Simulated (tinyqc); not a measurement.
Kinetic against equilibrium segregation over temperature: surface segregation during layer-by-layer epitaxy: two-layer exchange kinetics and the shape of quantum wells and delta layers. Computed by tinyqc, a small Python program. Command: `OMP_NUM_THREADS=1 python tinyqc.py 3029698 3029699 out.jsonl mbeseg walk`. One thread of a shared host (Intel(R) Xeon(R) Processor @ 2.30GHz), about 0.03 s of CPU time with the checks.

Atoms A and B exchange only between the growing layer and the one below it. B is supplied for N layers, then pure A follows.

Inputs (values chosen for the exercise, close to those used for germanium in silicon):
```
quantity                                   value      unit
barrier E1 for B to move up                 1.67        eV
segregation energy E_s                      0.27        eV
attempt frequency nu                          10       THz
growth rate G                               0.09  layers/s
share x0 of B in the flux during the well   0.25         -
layers in the well N                           8         -
layer thickness                             1.36  angstrom
temperature T                                560         C
```

Constants: k_B = 8.617333262e-05 eV/K.

Method:
- p1 = nu exp(-E1/(k_B T)) (B up, A down), p2 = nu exp(-(E1 + E_s)/(k_B T)) (B down); time per layer tau = 1/G; K = p1/p2.
- Temperatures in kelvin are T(C) + 273.15.
- Each layer is deposited complete with B share x_dep and then exchanges for the time tau = 1/G with the layer below, whose share is b (total c = s + b fixed): ds/dt = p1 b (1 - s) - p2 s (1 - b), s(0) = x_dep. With the roots s1 < s2 of the right side, (s - s1)/(s - s2) = [(s(0) - s1)/(s(0) - s2)] exp(-(p1 - p2)(s2 - s1) tau). The lower layer is then buried with c - s, and s becomes the b of the next layer.
- In the dilute tail each layer passes up the share R = R_eq (1 - exp(-(p1 + p2) tau)); decay length = -layer thickness/ln R.
- R_eq = K/(1 + K).

Segregation:
```
T (C)      p1 tau     R_eq        R  decay length (angstrom)  peak share
440    1.7538e+02  0.98779  0.98779                   110.73     0.24962
480    7.4265e+02  0.98463  0.98463                    87.83     0.24931
520    2.7187e+03  0.98112  0.98112                    71.33     0.24888
560    8.7866e+03  0.97726  0.97726                    59.13     0.24834
600    2.5504e+04  0.97310  0.97310                    49.88     0.24769
640    6.7428e+04  0.96867  0.96867                    42.72     0.24699
680    1.6430e+05  0.96399  0.96399                    37.08     0.24626
720    3.7263e+05  0.95910  0.95910                    32.57     0.24553
```

What follows from these numbers?

The decay length falls in every row: the layers are in equilibrium and K = exp(E_s/(k_B T)) falls with T.

Extremes, crossings and ranges named in words are read from the listed rows.
